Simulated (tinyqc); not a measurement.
Fermi level against carrier density: pi bands of a honeycomb layer in tight binding.

Constants: hbar^2/2m0 = 3.80998211 eV angstrom^2.

Inputs chosen for the exercise (out of a larger set: of the size used for graphene; not measured data): D = 0.018 eV (+D on A, -D on B).

hbar v = 5.77344 eV angstrom

Cone with four flavours: n = kF^2/pi, EF = sqrt(D^2 + (hbar v kF)^2), density of states 2 EF/(pi (hbar v)^2), quantum capacitance e^2 times it (1 e^2/(eV angstrom^2) = 1602.177 microF/cm^2), cyclotron mass 2c EF/(hbar v)^2, c = hbar^2/2m0; 1e12/cm^2 = 1e-4/angstrom^2.

Filling:

| n (1e12/cm^2) | kF (1/angstrom) | EF (eV) | Cq (microF/cm^2) | cyclotron mass (m0) |
|---|---|---|---|---|
| 0.10 | 0.00560 | 0.0370 | 1.133 | 0.0085 |
| 0.25 | 0.00886 | 0.0542 | 1.660 | 0.0124 |
| 0.50 | 0.01253 | 0.0746 | 2.282 | 0.0170 |
| 1.00 | 0.01772 | 0.1039 | 3.179 | 0.0238 |
| 2.00 | 0.02507 | 0.1458 | 4.463 | 0.0333 |
| 4.00 | 0.03545 | 0.2055 | 6.287 | 0.0470 |
| 10.00 | 0.05605 | 0.3241 | 9.917 | 0.0741 |
| 20.00 | 0.07927 | 0.4580 | 14.015 | 0.1047 |

From 1 to 4e12/cm^2 EF rises by a factor 1.977, less than two because the gap 2D = 0.036 eV still counts. Capacitance and mass grow in proportion to EF counted from mid-gap, so hardly at all while a large gap term dominates it; in a parabolic band both are constant; Cq is 3.18 microF/cm^2 at 1e12/cm^2, against 3.45 for 1 nm of a dielectric with eps = 3.9.

tinyqc: `OMP_NUM_THREADS=1 python tinyqc.py 1482858 1482859 out.jsonl`; about 0.01 s, one thread, shared Intel(R) Xeon(R) Processor @ 2.30GHz.
